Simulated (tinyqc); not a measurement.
Deep trap from a strong local potential in a two-band host (Koster-Slater model with semi-elliptic bands): one step, computed by the program tinyqc.

The valence band spans -2 W_v to 0 and the conduction band E_g to E_g + 2 W_c. The orbital at the impurity site has weight f_v in the valence band and 1 - f_v in the conduction band, each spread as a semi-ellipse (2/(pi W^2)) sqrt(W^2 - x^2) about the band centre. The impurity adds U to this orbital. Spin is left out.

Task: Levels of the small matrix. Diagonalise H (2n rows). The trap level, between the highest valence and the lowest conduction e_k, is number n + 1 from below for an attractive impurity and number n for a repulsive one.

Impurity: attractive, donor-like.

H (eV):
```
          1          2          3         4         5         6
1  -6.79989   -7.62827   -5.39400  -4.59009  -6.49137  -4.59009
2  -7.62827  -15.58800   -7.62827  -6.49137  -9.18019  -6.49137
3  -5.39400   -7.62827  -13.58811  -4.59009  -6.49137  -4.59009
4  -4.59009   -6.49137   -4.59009   7.95953  -5.52392  -3.90600
5  -6.49137   -9.18019   -6.49137  -5.52392   0.51800  -5.52392
6  -4.59009   -6.49137   -4.59009  -3.90600  -5.52392   0.88847
```

Give: levels; trap level of the matrix.

Result:

levels (eV): -37.69  -7.20  -2.47  3.00  6.57  11.18

trap level of the matrix = 3.003 eV
